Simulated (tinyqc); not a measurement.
Inside a calculation. Method: plane-wave Kohn-Sham cycle with exchange-only LDA in a layered model solid. One step of it, computed by the program tinyqc.

Question. Iteration 2: levels at that k. Diagonalise the Hermitian matrix.

H (hartree), order -3, -2, -1, +0, +1, +2, +3:
```
[[1.149687, -0.206776, -0.034955, 0.000137, 0.000143, 0.000039, 0.000005],
 [-0.206776, 0.328436, -0.206776, -0.034955, 0.000137, 0.000143, 0.000039],
 [-0.034955, -0.206776, -0.127814, -0.206776, -0.034955, 0.000137, 0.000143],
 [0.000137, -0.034955, -0.206776, -0.219064, -0.206776, -0.034955, 0.000137],
 [0.000143, 0.000137, -0.034955, -0.206776, 0.054686, -0.206776, -0.034955],
 [0.000039, 0.000143, 0.000137, -0.034955, -0.206776, 0.693437, -0.206776],
 [0.000005, 0.000039, 0.000143, 0.000137, -0.034955, -0.206776, 1.697187]]
```

Give: eigenvalues.

Answer.

eigenvalues (hartree): [-0.4885, -0.1022, 0.1380, 0.3724, 0.7197, 1.1990, 1.7382]
